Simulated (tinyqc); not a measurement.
Carrier lifetime from Shockley-Read-Hall, radiative, Auger and surface recombination: one step, computed by the program tinyqc.

Energies are counted from the top of the valence band. Boltzmann statistics, full ionisation, and equal excess densities of electrons and holes.

Task: Steady state under generation. With n = n_0 + dn, p = p_0 + dn and U/dn = 1/tau: (n p - n_i^2)/dn = n_0 + p_0 + dn = s; 1/tau_SRH = s/[tau_p0 (n + n1) + tau_n0 (p + p1)]; 1/tau_rad = B s; 1/tau_Aug = (C_n n + C_p p) s; the rates add. dn solves dn/tau_eff(dn) = G (60 bisections in ln dn between 1e-2 and 1e22 cm^-3); the splitting of the quasi-Fermi levels is k_B T ln(n p/n_i^2).

Inputs (values chosen for the exercise, with bands modelled on ZnO):
```
quantity                   value        unit
temperature T                400           K
radiative coefficient B  9.6e-11      cm^3/s
Auger coefficient C_n    1.2e-30      cm^6/s
Auger coefficient C_p    1.4e-30      cm^6/s
generation rate G        8.5e+21  cm^-3 s^-1
```

Doping: n-type. Surface term: none.

n_0 = 3.70e+17 cm^-3

p_0 = 1.332071e-23 cm^-3

tau_p0 = 7.359324e-07 s

n1 = 0.08972147 cm^-3

tau_n0 = 1.556750e-07 s

p1 = 5.493293e-05 cm^-3

n_i = 0.002220059 cm^-3

Constants: k_B = 8.617333262e-05 eV/K.

Give: steady excess density; lifetime in the steady state; quasi-Fermi splitting under G.

Result:

steady excess density = 2.293e+14 cm^-3

lifetime in the steady state = 2.698e-08 s

quasi-Fermi splitting under G = 2.955 eV
